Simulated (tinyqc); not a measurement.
# Changing the roughness sigma

Model: sputter depth profiling of a dopant layer: erosion rate, quantification and the mixing-roughness response. Computed by tinyqc, a small Python program. Command: `OMP_NUM_THREADS=1 python tinyqc.py 3013687 3013688 out.jsonl sims sweep`. One thread of a shared host (Intel(R) Xeon(R) Processor @ 2.30GHz), about 0.03 s of CPU time with the checks.

A rastered ion beam erodes silicon (49.94 atoms per nm^3). The measured profile is the true one convolved with a depth response.

Inputs (values chosen for the exercise, modelled on a dopant in silicon under an oxygen or caesium beam):

| quantity | value | unit |
|---|---|---|
| beam energy E | 1.1 | keV |
| beam current | 470 | nA |
| raster side | 200 | um |
| sputter yield at 1 keV | 0.54 | - |
| mixing length at 1 keV | 2.2 | nm |
| depth of the layer z0 | 57 | nm |
| sheet density Q | 7.8e+13 | 1/cm^2 |
| relative sensitivity factor RSF | 4.9e+20 | 1/cm^3 |
| matrix count rate | 3e+06 | 1/s |
| background count rate | 2 | 1/s |
| counting time per point | 0.5 | s |
| level that defines the junction C_B | 1e+17 | 1/cm^3 |

True profile: delta layer.

Constants: e = 1.602176634e-19 C.

Method:
- Scaling chosen for the exercise: yield Y = Y1 E^0.5, mixing length w = w1 E^0.5 (E in keV).
- Erosion rate = Y I/(e x raster^2 x density); depth step = rate x counting time; concentration = RSF x counts/matrix counts; detection limit = RSF x 3 sqrt(background x time)/(matrix rate x time).
- Mixing alone turns a layer at z0 into (1/w) exp(-(z - z0 + w)/w) for z > z0 - w; roughness adds a Gaussian of width sigma. With x = z - z0 + w: g(x) = (1/(2w)) exp(sigma^2/(2 w^2) - x/w) erfc((sigma/w - x/sigma)/sqrt2), and its integral G(x) = (1/2) erfc(-x/(sigma sqrt2)) - w g(x). Measured: Q g(x), 1 nm = 1e-7 cm.
- Find the maximum, the full width at half maximum and the deep point where the profile falls to C_B; far down, the trailing edge decays by w ln(10) per decade.
- Convolution adds means and variances: the response has mean 0 (shift -w plus exponential mean w) and variance w^2 + sigma^2; a delta layer adds none.

One run for each value:

| roughness sigma (nm) | full width at half maximum (nm) | peak concentration (1/cm^3) | maximum minus centroid (nm) | apparent junction depth (nm) |
|---|---|---|---|---|
| 0.15 | 1.980 | 2.8958e+20 | -2.0097 | 73.447 |
| 0.24 | 2.180 | 2.6920e+20 | -1.8818 | 73.454 |
| 0.38 | 2.481 | 2.4344e+20 | -1.7155 | 73.473 |
| 0.61 | 2.969 | 2.1100e+20 | -1.4968 | 73.522 |
| 0.98 | 3.761 | 1.7396e+20 | -1.2323 | 73.650 |
| 2.50 | 7.096 | 9.9916e+19 | -0.6501 | 74.796 |
| 4.00 | 10.430 | 6.9401e+19 | -0.3961 | 76.909 |

Give the missing row, roughness sigma (nm) = 1.60.

Computed row; columns: (1) roughness sigma (nm); (2) full width at half maximum (nm); (3) peak concentration (1/cm^3); (4) maximum minus centroid (nm); (5) apparent junction depth (nm):
```
(1)     (2)         (3)      (4)     (5)
1.60  5.114  1.3407e+20  -0.9273  73.997
```

Interpolating between the two neighbouring rows (the first column on a logarithmic scale, the others too where they are positive) misses most in peak concentration (1/cm^3), by 2.9 %. Over the rows, full width at half maximum (nm) rises from 1.98 to 10.4 (exponent d ln y / d ln x 0.20 between the first rows and 0.82 between the last); peak concentration (1/cm^3) falls from 2.90e20 to 6.94e19 (exponent d ln y / d ln x -0.16 between the first rows and -0.78 between the last); maximum minus centroid (nm) rises from -2.01 to -0.396 (exponent d ln y / d ln x -0.14 between the first rows and -1.1 between the last). Roughness broadens both edges and makes the response more symmetric; far down the tail the slope stays w ln(10).

Extremes, crossings and ranges named in words are read from the listed rows.
